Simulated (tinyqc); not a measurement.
Thermal displacements in the Debye model: Debye-Waller factors, bond-length spread and the Lindemann rule: one step, computed by the program tinyqc. Command: `OMP_NUM_THREADS=1 python tinyqc.py 3023114 3023115 out.jsonl debyewaller walk`. One thread of a shared host (Intel(R) Xeon(R) Processor @ 2.30GHz), about 0.01 s of CPU time with the checks.

A Debye spectrum with three branches of one velocity, cut at k_B Theta; 2 atoms per cube, nearest neighbours at d = 0.866025 a.

Task: Mean-square displacement. <u_x^2> = (3 hbar^2/(2 M k_B Theta)) int_0^1 s coth(s Theta/(2T)) ds (64 Gauss-Legendre points); it tends to 3 hbar^2/(4 M k_B Theta) at T = 0 and to 3 hbar^2 T/(M k_B Theta^2) at high T. B = 8 pi^2 <u_x^2>.

Inputs (values chosen for the exercise, modelled on tungsten): atomic mass M = 183.84 u; Debye temperature Theta = 321 K; temperature T = 77 K.

Structure: bcc.

Constants: hbar^2/u = 4.18015928e-03 eV angstrom^2; k_B = 8.617333262e-05 eV/K.

Give: <u_x^2>; zero-point value; classical value; B factor.

Result:

<u_x^2> = 8.3849e-04 angstrom^2

zero-point value = 6.1650e-04 angstrom^2

classical value = 5.9154e-04 angstrom^2

B factor = 0.066204 angstrom^2

The zero-point value is 73.5 % and the classical value 70.5 % of the full result; the two are limits, not parts that add.
